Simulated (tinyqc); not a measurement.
# Debye-Callaway model of lattice thermal conductivity, step by step

A worked calculation. Computed by tinyqc, a small Python program that keeps every step. Command: `OMP_NUM_THREADS=1 python tinyqc.py 3013324 3013325 out.jsonl callaway walk`. One thread of a shared host (Intel(R) Xeon(R) Processor @ 2.30GHz), about 0.01 s of CPU time with the checks. Intermediate numbers are printed to about 7 digits and carried at full precision; extremes and crossings named in words are read from the listed rows.

Three acoustic branches with one velocity v, cut at omega_D = k_B Theta/hbar; x = hbar omega/(k_B T). v and Theta are separate inputs: Theta cuts off the heat-carrying modes, so C need not reach 3 k_B/V. gamma is an effective value that sets the umklapp rate.

Inputs (values chosen for the exercise, for a model crystal):
```
quantity,value,unit
sound velocity v,3700,m/s
Debye temperature Theta,424,K
volume per atom V,14.2,angstrom^3
mean atomic mass M,87.2,u
effective Grueneisen parameter gamma,1.31,-
umklapp exponent divisor b,3,-
alloy fraction f,0.059,-
mass difference Delta M,58.8,u
Casimir length L,1400,micrometre
normal-process factor f_N,0.62,-
temperature T,300,K
probe frequency omega/omega_D,0.7,-
```

Sample: crystal. Point defects: alloy. Normal processes: included.

Constants: k_B = 1.380649e-23 J/K; hbar = 1.054571817e-34 J s; u = 1.6605390666e-27 kg.

## Mass-fluctuation parameter

For a random alloy on all sites Gamma = f (1 - f) (Delta M/M)^2, with M the mean mass; strain-field scattering is left out. A = V Gamma/(4 pi v^3).

Gamma = 0.02524430

Rayleigh coefficient A = 5.631663e-43 s^3

## Scattering rates at one frequency

Rates: point defects A omega^4; umklapp B omega^2 T exp(-Theta/(b T)) with B = hbar gamma^2/(M v^2 Theta); normal processes f_N B omega^2 T (T/Theta)^2. Boundaries: v/L. The resistive time is tau_R = 1/(boundary + point-defect + umklapp rates), and the free path is v tau_R.

omega = 3.885716e+13 rad/s

Rates:
```
process,rate (1/s),rate x tau_R
boundaries,2642857,1.965298e-06
point defects,1.283869e+12,0.9547186
umklapp,6.089003e+10,0.04527942
normal,3.027259e+10,0.02251149
```

tau_R = 7.436262e-13 s

free path = 2.751417 nm

The strongest resistive process at this frequency: point defects, 95 % of the resistive rate.

## The integrand on a coarse grid

x runs in ten equal steps to min(Theta/T, 12); g = x^4 e^x/(e^x - 1)^2; tau_C is the inverse of all rates summed; the last column is c tau_C g with c = (k_B/(2 pi^2 v)) (k_B T/hbar)^3.

Integrand:
```
x,g,tau_C (s),c tau_C g (W/(m K))
0.141333,0.019942,4.170442e-10,95.25449
0.282667,0.079371,6.249980e-11,56.81657
0.424000,0.177107,1.665020e-11,33.77471
0.565333,0.311224,6.000275e-12,21.38854
0.706667,0.479105,2.626631e-12,14.41341
0.848000,0.677518,1.315825e-12,10.21070
0.989333,0.902706,7.272546e-13,7.51917
1.130667,1.150496,4.330324e-13,5.70614
1.272000,1.416404,2.732976e-13,4.43364
1.413333,1.695756,1.807248e-13,3.51009
```

The integrand is largest at the lowest frequency shown, whose long lifetime outweighs its small heat capacity.

## Thermal conductivity

kappa_1 = c int tau_C g dx, g = x^4 e^x/(e^x - 1)^2, c = (k_B/(2 pi^2 v)) (k_B T/hbar)^3, over 0 < x < min(Theta/T, 40), by 96 Gauss-Legendre points in s with x = x_max s^2; 1/tau_C = 1/tau_R + 1/tau_N; kappa_2 = c [int (tau_C/tau_N) g dx]^2 / int (tau_C/(tau_N tau_R)) g dx; kappa = kappa_1 + kappa_2. Heat capacity C = 3 c int g dx / v^2; grey free path 3 kappa/(C v); the median free path v tau_C halves kappa_1 when the quadrature points are ordered by free path (each counted at half its weight, interpolated in the logarithm); likewise at 10 % and 90 %.

kappa_1 = 43.22938 W/(m K)

kappa_2 = 0.1920871 W/(m K)

kappa = 43.42147 W/(m K)

heat capacity C = 2141880 J/(m^3 K)

grey free path = 16.43724 nm

median free path = 475.5433 nm

free path at 10 % of kappa_1 = 7.056741 nm

free path at 90 % of kappa_1 = 20522.54 nm

The median free path is 29 times the grey one: a small share of the heat capacity, at low frequency, carries much of the heat. The middle 80 % of kappa_1 spans a factor 2900 in free path. The Callaway term kappa_2 is 0.44 % of the total.

## Leaving out one process at a time

The formulas are those given above.

Conductivity at T:
```
case,kappa (W/(m K)),ratio to all
all processes,43.42147,1
without point defects,208.0397,4.791171
without boundaries,44.42023,1.023001
without umklapp,76.84763,1.769807
```

Removing point defects raises kappa most, by a factor 4.79; removing boundaries gives only 1.02.

## Conductivity against temperature

The boundary limit is C v^2/(3 x boundary rate), with C = 3 c int g dx / v^2.

Kappa (W/(m K)):
```
T (K),all processes,without point defects,boundary limit
4.2,73.44200,308.8984,308.8984
8.5,137.1891,2560.495,2560.498
15,179.3120,13923.07,14071.54
25,204.7670,26466.72,65134.53
42,207.4210,7892.180,301049.0
72,162.0008,2284.184,1123757
130,97.67134,785.7426,2526334
210,62.05273,361.7696,3354400
340,38.01774,171.8405,3777955
550,21.59753,83.52234,3959608
```

kappa peaks among these rows at 42 K (T/Theta = 0.099) with 207 W/(m K). The exponent d ln kappa/d ln T is 0.89 at the cold end and -1.18 at the hot end. The normal rate is taken to grow as T^3 at all T, which overstates it above Theta. Point defects cost most at 25 K, a factor 129.

Checks made by the program: heat capacity against the Debye function (relative difference below 1e-10).
